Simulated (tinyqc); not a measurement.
RKS/LDA (PW92) in the sto-3g basis, for BeH2, spin multiplicity 1, step by step (part 1 of 2). Computed by tinyqc, a small Python program that keeps every step (integrals from PySCF). Settings: charge = 0, multiplicity = 1, basis = sto-3g, energy threshold = 1e-10, iteration cap = 90, orthogonalisation = symmetric, start = core, DIIS depth = 6, method = RKS, functional = lda,pw, grid = [10, 14]. Command: `OMP_NUM_THREADS=1 python tinyqc.py 26748 26749 out.jsonl` (the two numbers bound the seeds that draw the settings). One thread of a shared host (Intel(R) Xeon(R) Processor @ 2.60GHz), about 0.5 s of CPU time with the checks. Later iterations appear only in the table of the cycle.

## One-electron integrals

Geometry (angstrom):
```
atom         x          y         z
Be    0.000000   0.000000  0.000000
H     0.000000   1.491000  0.000000
H     0.000000  -1.491000  0.000000
```

Basis sto-3g: exponents (1/bohr^2) and contraction coefficients of normalised primitives:
```
element  l (shell)   exponent  coefficient
Be           s (1)  30.167871     0.154329
Be           s (1)   5.495115     0.535328
Be           s (1)   1.487193     0.444635
Be           s (2)   1.314833    -0.099967
Be           s (2)   0.305539     0.399513
Be           s (2)   0.099371     0.700115
Be           p (3)   1.314833     0.155916
Be           p (3)   0.305539     0.607684
Be           p (3)   0.099371     0.391957
H            s (1)   3.425251     0.154329
H            s (1)   0.623914     0.535328
H            s (1)   0.168855     0.444635
```

Overlap, kinetic and nuclear-attraction integrals over the contracted functions; the nuclear repulsion is the sum of Za Zb / Rab.

nuclear repulsion = 3.01677149 hartree

overlap S, order 1Be 1s, 1Be 2s, 1Be 2px, 1Be 2py, 1Be 2pz, 2H 1s, 3H 1s:
$$\begin{pmatrix}
1.000000 & 0.259517 & 0.000000 & 0.000000 & 0.000000 & 0.049853 & 0.049853 \\
0.259517 & 1.000000 & 0.000000 & 0.000000 & 0.000000 & 0.400399 & 0.400399 \\
0.000000 & 0.000000 & 1.000000 & 0.000000 & 0.000000 & 0.000000 & 0.000000 \\
0.000000 & 0.000000 & 0.000000 & 1.000000 & 0.000000 & 0.479920 & -0.479920 \\
0.000000 & 0.000000 & 0.000000 & 0.000000 & 1.000000 & 0.000000 & 0.000000 \\
0.049853 & 0.400399 & 0.000000 & 0.479920 & 0.000000 & 1.000000 & 0.018969 \\
0.049853 & 0.400399 & 0.000000 & -0.479920 & 0.000000 & 0.018969 & 1.000000
\end{pmatrix}$$

kinetic energy T (hartree), order 1Be 1s, 1Be 2s, 1Be 2px, 1Be 2py, 1Be 2pz, 2H 1s, 3H 1s:
$$\begin{pmatrix}
6.693975 & -0.033012 & 0.000000 & 0.000000 & 0.000000 & -0.013504 & -0.013504 \\
-0.033012 & 0.211111 & 0.000000 & 0.000000 & 0.000000 & 0.047854 & 0.047854 \\
0.000000 & 0.000000 & 0.660592 & 0.000000 & 0.000000 & 0.000000 & 0.000000 \\
0.000000 & 0.000000 & 0.000000 & 0.660592 & 0.000000 & 0.146389 & -0.146389 \\
0.000000 & 0.000000 & 0.000000 & 0.000000 & 0.660592 & 0.000000 & 0.000000 \\
-0.013504 & 0.047854 & 0.000000 & 0.146389 & 0.000000 & 0.760032 & -0.006789 \\
-0.013504 & 0.047854 & 0.000000 & -0.146389 & 0.000000 & -0.006789 & 0.760032
\end{pmatrix}$$

nuclear attraction V (hartree), order 1Be 1s, 1Be 2s, 1Be 2px, 1Be 2py, 1Be 2pz, 2H 1s, 3H 1s:
$$\begin{pmatrix}
-15.270921 & -2.083458 & 0.000000 & 0.000000 & 0.000000 & -0.398468 & -0.398468 \\
-2.083458 & -2.993000 & 0.000000 & 0.000000 & 0.000000 & -1.120550 & -1.120550 \\
0.000000 & 0.000000 & -2.908194 & 0.000000 & 0.000000 & 0.000000 & 0.000000 \\
0.000000 & 0.000000 & 0.000000 & -3.107425 & 0.000000 & -1.310085 & 1.310085 \\
0.000000 & 0.000000 & 0.000000 & 0.000000 & -2.908194 & 0.000000 & 0.000000 \\
-0.398468 & -1.120550 & 0.000000 & -1.310085 & 0.000000 & -2.817754 & -0.063078 \\
-0.398468 & -1.120550 & 0.000000 & 1.310085 & 0.000000 & -0.063078 & -2.817754
\end{pmatrix}$$

core Hamiltonian H = T + V (hartree), order 1Be 1s, 1Be 2s, 1Be 2px, 1Be 2py, 1Be 2pz, 2H 1s, 3H 1s:
$$\begin{pmatrix}
-8.576946 & -2.116471 & 0.000000 & 0.000000 & 0.000000 & -0.411972 & -0.411972 \\
-2.116471 & -2.781889 & 0.000000 & 0.000000 & 0.000000 & -1.072696 & -1.072696 \\
0.000000 & 0.000000 & -2.247602 & 0.000000 & 0.000000 & 0.000000 & 0.000000 \\
0.000000 & 0.000000 & 0.000000 & -2.446833 & 0.000000 & -1.163695 & 1.163695 \\
0.000000 & 0.000000 & 0.000000 & 0.000000 & -2.247602 & 0.000000 & 0.000000 \\
-0.411972 & -1.072696 & 0.000000 & -1.163695 & 0.000000 & -2.057722 & -0.069867 \\
-0.411972 & -1.072696 & 0.000000 & 1.163695 & 0.000000 & -0.069867 & -2.057722
\end{pmatrix}$$

## Two-electron integrals

Functions are numbered as in S; the eight-fold symmetry (ij|kl) = (ji|kl) = (kl|ij) leaves the list below.

Two-electron integrals (ij|kl) in chemists' order, unique and non-zero (hartree):
```
(11|11) 2.298831    (21|11) 0.392036    (21|21) 0.079539    (22|11) 0.570988
(22|21) 0.143041    (22|22) 0.417683    (31|31) 0.014607    (32|31) 0.021888
(32|32) 0.092265    (33|11) 0.569578    (33|21) 0.143083    (33|22) 0.417589
(33|33) 0.449859    (41|41) 0.014607    (42|41) 0.021888    (42|42) 0.092265
(43|43) 0.024249    (44|11) 0.569578    (44|21) 0.143083    (44|22) 0.417589
(44|33) 0.401360    (44|44) 0.449859    (51|51) 0.014607    (52|51) 0.021888
(52|52) 0.092265    (53|53) 0.024249    (54|54) 0.024249    (55|11) 0.569578
(55|21) 0.143083    (55|22) 0.417589    (55|33) 0.401360    (55|44) 0.401360
(55|55) 0.449859    (61|11) 0.074371    (61|21) 0.015081    (61|22) 0.027354
(61|33) 0.027162    (61|41) 0.001332    (61|42) 0.002516    (61|44) 0.027752
(61|55) 0.027162    (61|61) 0.002998    (62|11) 0.185631    (62|21) 0.047212
(62|22) 0.150862    (62|33) 0.145079    (62|41) 0.006173    (62|42) 0.038330
(62|44) 0.162290    (62|55) 0.145079    (62|61) 0.009904    (62|62) 0.082084
(63|31) 0.004267    (63|32) 0.020138    (63|43) 0.006583    (63|63) 0.007400
(64|11) 0.201123    (64|21) 0.051765    (64|22) 0.173406    (64|33) 0.163133
(64|41) 0.010000    (64|42) 0.059545    (64|44) 0.193775    (64|55) 0.163133
(64|61) 0.011331    (64|62) 0.107166    (64|64) 0.144230    (65|51) 0.004267
(65|52) 0.020138    (65|54) 0.006583    (65|65) 0.007400    (66|11) 0.353129
(66|21) 0.091407    (66|22) 0.327731    (66|33) 0.304073    (66|41) 0.013808
(66|42) 0.111411    (66|44) 0.374777    (66|55) 0.304073    (66|61) 0.019639
(66|62) 0.227868    (66|64) 0.315455    (66|66) 0.774606    (71|11) 0.074371
(71|21) 0.015081    (71|22) 0.027354    (71|33) 0.027162    (71|41) -0.001332
(71|42) -0.002516   (71|44) 0.027752    (71|55) 0.027162    (71|61) 0.002738
(71|62) 0.008358    (71|64) 0.008847    (71|66) 0.016010    (71|71) 0.002998
(72|11) 0.185631    (72|21) 0.047212    (72|22) 0.150862    (72|33) 0.145079
(72|41) -0.006173   (72|42) -0.038330   (72|44) 0.162290    (72|55) 0.145079
(72|61) 0.008358    (72|62) 0.041927    (72|64) 0.044186    (72|66) 0.085644
(72|71) 0.009904    (72|72) 0.082084    (73|31) 0.004267    (73|32) 0.020138
(73|43) -0.006583   (73|63) 0.002955    (73|73) 0.007400    (74|11) -0.201123
(74|21) -0.051765   (74|22) -0.173406   (74|33) -0.163133   (74|41) 0.010000
(74|42) 0.059545    (74|44) -0.193775   (74|55) -0.163133   (74|61) -0.008847
(74|62) -0.044186   (74|64) -0.045119   (74|66) -0.089580   (74|71) -0.011331
(74|72) -0.107166   (74|74) 0.144230    (75|51) 0.004267    (75|52) 0.020138
(75|54) -0.006583   (75|65) 0.002955    (75|75) 0.007400    (76|11) 0.011808
(76|21) 0.002922    (76|22) 0.008273    (76|33) 0.008154    (76|44) 0.008508
(76|55) 0.008154    (76|61) 0.000561    (76|62) 0.003066    (76|64) 0.003575
(76|66) 0.006831    (76|71) 0.000561    (76|72) 0.003066    (76|74) -0.003575
(76|76) 0.000166    (77|11) 0.353129    (77|21) 0.091407    (77|22) 0.327731
(77|33) 0.304073    (77|41) -0.013808   (77|42) -0.111411   (77|44) 0.374777
(77|55) 0.304073    (77|61) 0.016010    (77|62) 0.085644    (77|64) 0.089580
(77|66) 0.177446    (77|71) 0.019639    (77|72) 0.227868    (77|74) -0.315455
(77|76) 0.006831    (77|77) 0.774606
```

## Orthogonalisation

S = U s U^T; symmetric (Loewdin) form X = U s^(-1/2) U^T, so that X^T S X = 1.

eigenvalues of S: [0.311740, 0.409377, 0.950084, 1.000000, 1.000000, 1.659508, 1.669292]

X, order 1Be 1s, 1Be 2s, 1Be 2px, 1Be 2py, 1Be 2pz, 2H 1s, 3H 1s:
$$\begin{pmatrix}
1.028574 & -0.151997 & 0.000000 & 0.000000 & 0.000000 & 0.020650 & 0.020650 \\
-0.151997 & 1.190483 & 0.000000 & 0.000000 & 0.000000 & -0.255571 & -0.255571 \\
0.000000 & 0.000000 & 1.000000 & 0.000000 & 0.000000 & 0.000000 & 0.000000 \\
0.000000 & 0.000000 & 0.000000 & 1.275406 & 0.000000 & -0.359545 & 0.359545 \\
0.000000 & 0.000000 & 0.000000 & 0.000000 & 1.000000 & 0.000000 & 0.000000 \\
0.020650 & -0.255571 & 0.000000 & -0.359545 & 0.000000 & 1.217842 & -0.071775 \\
0.020650 & -0.255571 & 0.000000 & 0.359545 & 0.000000 & -0.071775 & 1.217842
\end{pmatrix}$$

## Starting guess

The start is the orbitals of the core Hamiltonian; D = 2 C_occ C_occ^T.

D at the start, order 1Be 1s, 1Be 2s, 1Be 2px, 1Be 2py, 1Be 2pz, 2H 1s, 3H 1s:
$$\begin{pmatrix}
2.137894 & -0.513724 & 0.000000 & 0.000000 & 0.000000 & -0.025299 & -0.025299 \\
-0.513724 & 1.865931 & 0.000000 & 0.000000 & 0.000000 & 0.151436 & 0.151436 \\
0.000000 & 0.000000 & 0.000000 & 0.000000 & 0.000000 & 0.000000 & 0.000000 \\
0.000000 & 0.000000 & 0.000000 & 2.103322 & 0.000000 & -0.055309 & 0.055309 \\
0.000000 & 0.000000 & 0.000000 & 0.000000 & 0.000000 & 0.000000 & 0.000000 \\
-0.025299 & 0.151436 & 0.000000 & -0.055309 & 0.000000 & 0.013879 & 0.010970 \\
-0.025299 & 0.151436 & 0.000000 & 0.055309 & 0.000000 & 0.010970 & 0.013879
\end{pmatrix}$$

## Iteration 1: exchange-correlation on the grid

Becke grid with 10 radial and 14 angular points per atom, points of zero weight dropped. rho = sum D_ij phi_i phi_j; V_xc,ij = sum w v_xc phi_i phi_j; v_xc is d(rho eps)/d rho.

The 16 grid points with the largest w rho, of 408 (bohr, atomic units):
```
x                  y          z         w       rho     eps_xc       v_xc
-1.069363  -1.069363  -1.069363  3.147212  0.042080  -0.303991  -0.396520
1.069363    1.069363   1.069363  3.147212  0.042080  -0.303991  -0.396520
-1.069363  -1.069363   1.069363  3.147212  0.042080  -0.303991  -0.396520
1.069363    1.069363  -1.069363  3.147212  0.042080  -0.303991  -0.396520
1.069363   -1.069363  -1.069363  3.147212  0.042080  -0.303991  -0.396520
-1.069363   1.069363   1.069363  3.147212  0.042080  -0.303991  -0.396520
1.069363   -1.069363   1.069363  3.147212  0.042080  -0.303991  -0.396520
-1.069363   1.069363  -1.069363  3.147212  0.042080  -0.303991  -0.396520
0.000000   -1.031710   0.000000  0.584258  0.180822  -0.475295  -0.622074
0.000000    1.031710   0.000000  0.584258  0.180822  -0.475295  -0.622074
0.000000   -1.852191   0.000000  1.170088  0.087612  -0.380314  -0.496898
0.000000    1.852191   0.000000  1.170088  0.087612  -0.380314  -0.496898
0.292133    0.292133   0.292133  0.097374  0.823828  -0.761965  -1.000935
-0.292133  -0.292133   0.292133  0.097374  0.823828  -0.761965  -1.000935
-0.292133  -0.292133  -0.292133  0.097374  0.823828  -0.761965  -1.000935
0.292133    0.292133  -0.292133  0.097374  0.823828  -0.761965  -1.000935
```

electrons on the grid, sum of w rho = 6.095035

E_xc = sum of w rho eps_xc = -3.38571429 hartree

V_xc (hartree), order 1Be 1s, 1Be 2s, 1Be 2px, 1Be 2py, 1Be 2pz, 2H 1s, 3H 1s:
$$\begin{pmatrix}
-1.453795 & -0.223291 & 0.000000 & 0.000000 & 0.000000 & -0.042972 & -0.042972 \\
-0.223291 & -0.364039 & 0.000000 & 0.000000 & 0.000000 & -0.136356 & -0.136356 \\
0.000000 & 0.000000 & -0.344059 & 0.000000 & 0.000000 & 0.000000 & 0.000000 \\
0.000000 & 0.000000 & 0.000000 & -0.397938 & 0.000000 & -0.159738 & 0.159738 \\
0.000000 & 0.000000 & 0.000000 & 0.000000 & -0.344059 & 0.000000 & 0.000000 \\
-0.042972 & -0.136356 & 0.000000 & -0.159738 & 0.000000 & -0.303975 & -0.007721 \\
-0.042972 & -0.136356 & 0.000000 & 0.159738 & 0.000000 & -0.007721 & -0.303975
\end{pmatrix}$$

## Iteration 1: building the Kohn-Sham matrix

J_ij = sum D_kl (ij|kl); F = H + J + V_xc; E = tr D H + tr D J / 2 + E_xc + E_nn.

Coulomb J (hartree), order 1Be 1s, 1Be 2s, 1Be 2px, 1Be 2py, 1Be 2pz, 2H 1s, 3H 1s:
$$\begin{pmatrix}
6.845775 & 1.342486 & 0.000000 & 0.000000 & 0.000000 & 0.256430 & 0.256430 \\
1.342486 & 2.790968 & 0.000000 & 0.000000 & 0.000000 & 0.995510 & 0.995510 \\
0.000000 & 0.000000 & 2.751731 & 0.000000 & 0.000000 & 0.000000 & 0.000000 \\
0.000000 & 0.000000 & 0.000000 & 2.859297 & 0.000000 & 1.137501 & -1.137501 \\
0.000000 & 0.000000 & 0.000000 & 0.000000 & 2.751731 & 0.000000 & 0.000000 \\
0.256430 & 0.995510 & 0.000000 & 1.137501 & 0.000000 & 2.122545 & 0.056778 \\
0.256430 & 0.995510 & 0.000000 & -1.137501 & 0.000000 & 0.056778 & 2.122545
\end{pmatrix}$$

Kohn-Sham matrix F (hartree), order 1Be 1s, 1Be 2s, 1Be 2px, 1Be 2py, 1Be 2pz, 2H 1s, 3H 1s:
$$\begin{pmatrix}
-3.184966 & -0.997275 & 0.000000 & 0.000000 & 0.000000 & -0.198514 & -0.198514 \\
-0.997275 & -0.354960 & 0.000000 & 0.000000 & 0.000000 & -0.213543 & -0.213543 \\
0.000000 & 0.000000 & 0.160070 & 0.000000 & 0.000000 & 0.000000 & 0.000000 \\
0.000000 & 0.000000 & 0.000000 & 0.014525 & 0.000000 & -0.185932 & 0.185932 \\
0.000000 & 0.000000 & 0.000000 & 0.000000 & 0.160070 & 0.000000 & 0.000000 \\
-0.198514 & -0.213543 & 0.000000 & -0.185932 & 0.000000 & -0.239152 & -0.020810 \\
-0.198514 & -0.213543 & 0.000000 & 0.185932 & 0.000000 & -0.020810 & -0.239152
\end{pmatrix}$$

total energy of this density = -14.84577907 hartree

## Iteration 1: diagonalisation and new density

Diagonalise F' = X^T F X, C = X C', fill 3 alpha and 3 beta electrons from the bottom; D = 2 C_occ C_occ^T. Each column has its largest component positive (the first on a tie).

F' = X^T F X (hartree):
$$\begin{pmatrix}
-3.080362 & -0.600766 & 0.000000 & 0.000000 & 0.000000 & -0.017028 & -0.017028 \\
-0.600766 & -0.020657 & 0.000000 & 0.000000 & 0.000000 & -0.151690 & -0.151690 \\
0.000000 & 0.000000 & 0.160070 & 0.000000 & 0.000000 & 0.000000 & 0.000000 \\
0.000000 & 0.000000 & 0.000000 & 0.308225 & 0.000000 & -0.259311 & 0.259311 \\
0.000000 & 0.000000 & 0.000000 & 0.000000 & 0.160070 & 0.000000 & 0.000000 \\
-0.017028 & -0.151690 & 0.000000 & -0.259311 & 0.000000 & -0.076307 & -0.061783 \\
-0.017028 & -0.151690 & 0.000000 & 0.259311 & 0.000000 & -0.061783 & -0.076307
\end{pmatrix}$$

orbital energies (hartree): MO1 -3.195421, MO2 -0.257955, MO3 -0.253806, MO4 0.160070, MO5 0.160070, MO6 0.214267, MO7 0.547507

coefficients C, order 1Be 1s, 1Be 2s, 1Be 2px, 1Be 2py, 1Be 2pz, 2H 1s, 3H 1s:
$$\begin{pmatrix}
0.982300 & -0.165736 & 0.000000 & 0.000000 & 0.000000 & -0.299231 & 0.000000 \\
0.066102 & 0.293985 & 0.000000 & 0.000000 & 0.000000 & 1.216630 & 0.000000 \\
0.000000 & 0.000000 & 0.000000 & -0.022331 & 0.999751 & 0.000000 & 0.000000 \\
0.000000 & 0.000000 & 0.271110 & 0.000000 & 0.000000 & 0.000000 & 1.345996 \\
0.000000 & 0.000000 & 0.000000 & 0.999751 & 0.022331 & 0.000000 & 0.000000 \\
-0.010660 & 0.569900 & 0.567228 & 0.000000 & 0.000000 & -0.630537 & -0.799425 \\
-0.010660 & 0.569900 & -0.567228 & 0.000000 & 0.000000 & -0.630537 & 0.799425
\end{pmatrix}$$

D after iteration 1, order 1Be 1s, 1Be 2s, 1Be 2px, 1Be 2py, 1Be 2pz, 2H 1s, 3H 1s:
$$\begin{pmatrix}
1.984764 & 0.032416 & 0.000000 & 0.000000 & 0.000000 & -0.209850 & -0.209850 \\
0.032416 & 0.181593 & 0.000000 & 0.000000 & 0.000000 & 0.333675 & 0.333675 \\
0.000000 & 0.000000 & 0.000000 & 0.000000 & 0.000000 & 0.000000 & 0.000000 \\
0.000000 & 0.000000 & 0.000000 & 0.147002 & 0.000000 & 0.307563 & -0.307563 \\
0.000000 & 0.000000 & 0.000000 & 0.000000 & 0.000000 & 0.000000 & 0.000000 \\
-0.209850 & 0.333675 & 0.000000 & 0.307563 & 0.000000 & 1.293295 & 0.006305 \\
-0.209850 & 0.333675 & 0.000000 & -0.307563 & 0.000000 & 0.006305 & 1.293295
\end{pmatrix}$$

Within a degenerate level the vectors are fixed only up to a rotation; this is one choice.

## Iteration 2: exchange-correlation on the grid

As before.

The 16 grid points with the largest w rho, of 408 (bohr, atomic units):
```
x                  y          z         w       rho     eps_xc       v_xc
0.000000    1.852191   0.000000  1.170088  0.117015  -0.415647  -0.543435
0.000000   -1.852191   0.000000  1.170088  0.117015  -0.415647  -0.543435
0.292133    0.292133   0.292133  0.097374  0.787097  -0.751146  -0.986616
-0.292133   0.292133   0.292133  0.097374  0.787097  -0.751146  -0.986616
-0.292133   0.292133  -0.292133  0.097374  0.787097  -0.751146  -0.986616
0.292133   -0.292133  -0.292133  0.097374  0.787097  -0.751146  -0.986616
0.292133    0.292133  -0.292133  0.097374  0.787097  -0.751146  -0.986616
0.292133   -0.292133   0.292133  0.097374  0.787097  -0.751146  -0.986616
-0.292133  -0.292133   0.292133  0.097374  0.787097  -0.751146  -0.986616
-0.292133  -0.292133  -0.292133  0.097374  0.787097  -0.751146  -0.986616
0.000000    0.505989   0.000000  0.086554  0.794296  -0.753293  -0.989457
0.000000   -0.505989   0.000000  0.086554  0.794296  -0.753293  -0.989457
0.000000    0.000000  -0.505989  0.086555  0.783724  -0.750135  -0.985279
0.000000    0.000000   0.505989  0.086555  0.783724  -0.750135  -0.985279
-0.505989   0.000000   0.000000  0.086555  0.783724  -0.750135  -0.985279
0.505989    0.000000   0.000000  0.086555  0.783724  -0.750135  -0.985279
```

electrons on the grid, sum of w rho = 6.036938

E_xc = sum of w rho eps_xc = -3.49254204 hartree

V_xc (hartree), order 1Be 1s, 1Be 2s, 1Be 2px, 1Be 2py, 1Be 2pz, 2H 1s, 3H 1s:
$$\begin{pmatrix}
-1.422730 & -0.205405 & 0.000000 & 0.000000 & 0.000000 & -0.039424 & -0.039424 \\
-0.205405 & -0.286305 & 0.000000 & 0.000000 & 0.000000 & -0.145705 & -0.145705 \\
0.000000 & 0.000000 & -0.250410 & 0.000000 & 0.000000 & 0.000000 & 0.000000 \\
0.000000 & 0.000000 & 0.000000 & -0.351831 & 0.000000 & -0.192462 & 0.192462 \\
0.000000 & 0.000000 & 0.000000 & 0.000000 & -0.250410 & 0.000000 & 0.000000 \\
-0.039424 & -0.145705 & 0.000000 & -0.192462 & 0.000000 & -0.482265 & -0.006617 \\
-0.039424 & -0.145705 & 0.000000 & 0.192462 & 0.000000 & -0.006617 & -0.482265
\end{pmatrix}$$

## Iteration 2: building the Kohn-Sham matrix

As before.

Coulomb J (hartree), order 1Be 1s, 1Be 2s, 1Be 2px, 1Be 2py, 1Be 2pz, 2H 1s, 3H 1s:
$$\begin{pmatrix}
6.121784 & 1.180771 & 0.000000 & 0.000000 & 0.000000 & 0.225936 & 0.225936 \\
1.180771 & 2.519320 & 0.000000 & 0.000000 & 0.000000 & 0.996443 & 0.996443 \\
0.000000 & 0.000000 & 2.432734 & 0.000000 & 0.000000 & 0.000000 & 0.000000 \\
0.000000 & 0.000000 & 0.000000 & 2.682922 & 0.000000 & 1.195396 & -1.195396 \\
0.000000 & 0.000000 & 0.000000 & 0.000000 & 2.432734 & 0.000000 & 0.000000 \\
0.225936 & 0.996443 & 0.000000 & 1.195396 & 0.000000 & 2.496186 & 0.052071 \\
0.225936 & 0.996443 & 0.000000 & -1.195396 & 0.000000 & 0.052071 & 2.496186
\end{pmatrix}$$

Kohn-Sham matrix F (hartree), order 1Be 1s, 1Be 2s, 1Be 2px, 1Be 2py, 1Be 2pz, 2H 1s, 3H 1s:
$$\begin{pmatrix}
-3.877891 & -1.141104 & 0.000000 & 0.000000 & 0.000000 & -0.225459 & -0.225459 \\
-1.141104 & -0.548874 & 0.000000 & 0.000000 & 0.000000 & -0.221958 & -0.221958 \\
0.000000 & 0.000000 & -0.065279 & 0.000000 & 0.000000 & 0.000000 & 0.000000 \\
0.000000 & 0.000000 & 0.000000 & -0.115743 & 0.000000 & -0.160762 & 0.160762 \\
0.000000 & 0.000000 & 0.000000 & 0.000000 & -0.065279 & 0.000000 & 0.000000 \\
-0.225459 & -0.221958 & 0.000000 & -0.160762 & 0.000000 & -0.043801 & -0.024413 \\
-0.225459 & -0.221958 & 0.000000 & 0.160762 & 0.000000 & -0.024413 & -0.043801
\end{pmatrix}$$

total energy of this density = -15.26851010 hartree
